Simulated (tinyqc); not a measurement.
Empirical pseudopotential in a few plane waves, step by step. Computed by tinyqc, a small Python program that keeps every step. Settings: plane-wave index or count = 15. Command: `OMP_NUM_THREADS=1 python tinyqc.py 31497 31498 out.jsonl` (the two numbers bound the seeds that draw the settings). One thread of a shared host (Intel(R) Xeon(R) Processor @ 2.60GHz), about 0.2 s of CPU time with the checks.

## Bloch Hamiltonian at G

Parameters chosen for this model: fcc lattice, atoms at +/- a/8 (1,1,1); form factors in rydberg at |G|^2 in units of (2 pi/a)^2:
```
parameter,value,unit
a,6.190000,angstrom
VS(3),-0.232000,Ry
VS(8),0.033000,Ry
VS(11),0.037000,Ry
VA(3),0.081000,Ry
VA(4),0.033000,Ry
VA(11),0.039000,Ry
hbar^2/2m (2 pi/a)^2,3.925558,eV
```

k point G (2 pi / a): 0  0  0

Basis: the 15 shortest G (labels in 2 pi/a), the same at every k. H(G,G') = c |k + G|^2 delta + VS(|G-G'|^2) cos((G-G').tau) + i VA sin((G-G').tau), tau = a/8 (1,1,1); 1 Ry = 13.605693 eV.

H(k) at G (eV), lower triangle (Hermitian):
```
,+0+0+0,-1-1-1,-1-1+1,-1+1-1,-1+1+1,+1-1-1,+1-1+1,+1+1-1,+1+1+1,-2+0+0,+0-2+0,+0+0-2,+0+0+2,+0+2+0,+2+0+0
+0+0+0,0.000000
-1-1-1,2.231997-0.779275i,11.776673
-1-1+1,-2.231997-0.779275i,0.000000+0.448988i,11.776673
-1+1-1,-2.231997-0.779275i,0.000000+0.448988i,0.448988,11.776673
-1+1+1,-2.231997+0.779275i,-0.448988,0.000000+0.448988i,0.000000+0.448988i,11.776673
+1-1-1,-2.231997-0.779275i,0.000000+0.448988i,0.448988,0.448988,0.000000,11.776673
+1-1+1,-2.231997+0.779275i,-0.448988,0.000000+0.448988i,0.000000,0.448988,0.000000+0.448988i,11.776673
+1+1-1,-2.231997+0.779275i,-0.448988,0.000000,0.000000+0.448988i,0.448988,0.000000+0.448988i,0.448988,11.776673
+1+1+1,2.231997+0.779275i,0.000000,-0.448988,-0.448988,0.000000+0.448988i,-0.448988,0.000000+0.448988i,0.000000+0.448988i,11.776673
-2+0+0,0.000000-0.448988i,-2.231997+0.779275i,-2.231997-0.779275i,-2.231997-0.779275i,2.231997-0.779275i,0.355965-0.375206i,-0.355965-0.375206i,-0.355965-0.375206i,-0.355965+0.375206i,15.702231
+0-2+0,0.000000-0.448988i,-2.231997+0.779275i,-2.231997-0.779275i,0.355965-0.375206i,-0.355965-0.375206i,-2.231997-0.779275i,2.231997-0.779275i,-0.355965-0.375206i,-0.355965+0.375206i,0.448988,15.702231
+0+0-2,0.000000-0.448988i,-2.231997+0.779275i,0.355965-0.375206i,-2.231997-0.779275i,-0.355965-0.375206i,-2.231997-0.779275i,-0.355965-0.375206i,2.231997-0.779275i,-0.355965+0.375206i,0.448988,0.448988,15.702231
+0+0+2,0.000000+0.448988i,-0.355965-0.375206i,2.231997+0.779275i,-0.355965+0.375206i,-2.231997+0.779275i,-0.355965+0.375206i,-2.231997+0.779275i,0.355965+0.375206i,-2.231997-0.779275i,-0.448988,-0.448988,0.000000,15.702231
+0+2+0,0.000000+0.448988i,-0.355965-0.375206i,-0.355965+0.375206i,2.231997+0.779275i,-2.231997+0.779275i,-0.355965+0.375206i,0.355965+0.375206i,-2.231997+0.779275i,-2.231997-0.779275i,-0.448988,0.000000,-0.448988,0.448988,15.702231
+2+0+0,0.000000+0.448988i,-0.355965-0.375206i,-0.355965+0.375206i,-0.355965+0.375206i,0.355965+0.375206i,2.231997+0.779275i,-2.231997+0.779275i,-2.231997+0.779275i,-2.231997-0.779275i,0.000000,-0.448988,-0.448988,0.448988,0.448988,15.702231
```

## Levels at G

Diagonalise the Hermitian matrix.

eigenvalues (eV): -3.619287  7.708870  7.708870  7.708870  8.778910  11.491373  11.491373  11.491373  14.804255  14.804255  15.553057  19.157358  19.157358  19.157358  23.032776

## Bands along a path

The same steps at evenly spaced points between the labelled ones.

Bands along the path (eV), lowest eight:
```
k,band 1,band 2,band 3,band 4,band 5,band 6,band 7,band 8
L,-2.158655,2.808227,7.152157,7.152157,9.586834,12.295672,12.295672,16.614482
L-G 0.20,-2.523419,3.274336,7.127275,7.127275,9.556256,12.212575,12.212575,16.116932
L-G 0.40,-2.944370,4.171830,7.228212,7.228212,9.677204,12.208515,12.208515,14.295324
L-G 0.60,-3.303935,5.356079,7.417165,7.417165,9.821480,12.038973,12.038973,12.678762
L-G 0.80,-3.538431,6.696549,7.617621,7.617621,9.530334,11.673025,11.676589,11.676589
G,-3.619287,7.708870,7.708870,7.708870,8.778910,11.491373,11.491373,11.491373
G-X 0.20,-3.511353,6.633186,7.449672,7.449672,9.897970,11.194517,11.966894,11.966894
G-X 0.40,-3.196753,5.274281,6.944061,6.944061,10.607073,11.150369,13.114572,13.114572
G-X 0.60,-2.709040,4.053169,6.506006,6.506006,10.228693,11.015461,14.508339,14.606592
G-X 0.80,-2.130547,3.082209,6.266324,6.266324,10.093714,10.439358,16.308185,16.308185
X,-1.645784,2.564354,6.276932,6.276932,9.952332,10.462871,18.186373,18.186373
```

With 4 band(s) filled, the highest filled level on these points lies at G and the lowest empty one at G: a gap of 1.0700 eV, direct. This holds for the small fixed basis; with all plane waves up to |k + G|^2 = 21 (2 pi/a)^2 the gap along the path is 0.93 eV.

## Convergence with the number of plane waves

Levels at G counted from the fourth one.

Levels (eV):
```
plane waves,level 1,level 5,level 8
9,-13.826626,0.897976,2.569253
15,-11.328157,1.070041,3.782504
27,-10.578521,0.977102,3.837883
51,-10.447545,0.897775,4.040034
59,-10.446712,0.932191,3.882706
65,-10.436727,0.922646,3.867716
89,-10.421992,0.916130,3.878752
```
